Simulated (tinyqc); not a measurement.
## Gain factor and gap resistance from two string resistances

Inverse problem. At small bit-line voltage each of the 48 cells has the resistance 1/(K x) at overdrive x (no mobility reduction) in series with a gap resistance Rg. Find K, Rg and the share of the gaps at the higher overdrive.

resistance of a string of 48 equal cells at overdrives of 4.4 and 8.6 V (kohm): 1949.2917  1198.9120

Answer. The resistance per cell is a straight line in 1/x with slope 1/K and intercept Rg.

K = 7.100 uA/V^2
Rg = 8.600 kohm
share of the gaps = 34.43 %

Computed by the program tinyqc: `OMP_NUM_THREADS=1 python tinyqc.py 2142194 2142195 out.jsonl`, one thread of a shared Intel Xeon 2.30GHz, about 0.9 s for the whole run.
